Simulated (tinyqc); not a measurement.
Standing waves and exposure in a photoresist film, step by step. Values are carried at full precision from step to step, so a last printed digit may differ when a step is redone from the rounded ones.

Normal incidence from air. Unexposed resist: N1 = n1 + i k1 with k1 = (A + B) lam/(4 pi), lam in micrometres. r01 = (1 - N1)/(1 + N1), t01 = 2/(1 + N1). Below the resist lie the layer Na = na + i ka and the substrate Ns = ns + i ks: r12 = (r1a + ras x)/(1 + r1a ras x), x = exp(4 pi i Na da/lam), r1a = (N1 - Na)/(N1 + Na), ras = (Na - Ns)/(Na + Ns). With p = exp(2 pi i N1 d/lam), the field at depth z is E(z) = t01 [exp(2 pi i N1 z/lam) + r12 p^2 exp(-2 pi i N1 z/lam)]/(1 + r01 r12 p^2), the relative intensity I(z) = n1 |E(z)|^2 and the reflectance R = |(r01 + r12 p^2)/(1 + r01 r12 p^2)|^2.

Values chosen for the exercise (a resist on Si, indices near tabulated ones; shifted at random, so the results belong to these values and not to a real crystal):
- lam = 248 nm (vacuum wavelength)
- n1 = 1.733 (resist index)
- A = 0.05 1/micrometre (bleachable absorption (Dill A))
- B = 0.54 1/micrometre (fixed absorption (Dill B))
- d = 503 nm (resist thickness)
- ns = 1.565 (substrate n)
- ks = 3.607 (substrate k)
- na = 1.762 (n of the bottom antireflection layer)
- ka = 0.368 (its k)
- da = 42 nm (its thickness)
- C = 0.032 cm^2/mJ (exposure rate (Dill C))
- D = 15 mJ/cm^2 (incident dose)
- Ld = 5 nm (diffusion length of the post-exposure bake)

## Interface coefficients

Form N1, r01, t01 and r12.

N1 = 1.73300+0.01164i
r01 = -0.2682-0.0031i
t01 = 0.7318-0.0031i
r12 = 0.0361+0.1759i
|r12|^2 = 0.0322

Next to the bottom the intensity swings by a factor ((1 + |r12|)/(1 - |r12|))^2 = 2.07 between antinode and node; without the layer |r12|^2 would be 0.5404.

## Round trip and reflectance

Form p^2, the denominator and R; the period of the standing wave is lam/(2 n1).

p^2 = 0.7302+0.1385i
1 + r01 r12 p^2 = 0.9999-0.0358i
R = 0.0877
period = 71.55 nm

The film holds 7.03 periods.

## Intensity and exposure over the lowest period

Nine depths from d - period to d. Without bleaching during the exposure the share of unexposed compound is m = exp(-C D I).

Profile:
```
z (nm)      I      m
431.4   0.790  0.684
440.4   0.943  0.636
449.3   0.975  0.626
458.3   0.865  0.660
467.2   0.676  0.723
476.2   0.515  0.781
485.1   0.476  0.796
494.1   0.579  0.758
503.0   0.761  0.694
```

I runs from 0.476 to 0.975 on these points, so m runs from 0.626 to 0.796; the least exposed point listed lies 17.9 nm above the bottom.

## Smoothing by the bake

Gaussian diffusion of length Ld multiplies a cosine of period L by exp(-2 pi^2 Ld^2/L^2). Give that factor, and the Ld that leaves 10 %.

factor = 0.908
Ld for 10 % = 24.44 nm

## Checks

- R against the transfer-matrix product: both 0.087750.

(tinyqc, `OMP_NUM_THREADS=1 python tinyqc.py 1650491 1650492 out.jsonl`, Intel(R) Xeon(R) Processor @ 2.30GHz, 1 thread, shared host, about 0.01 s.)
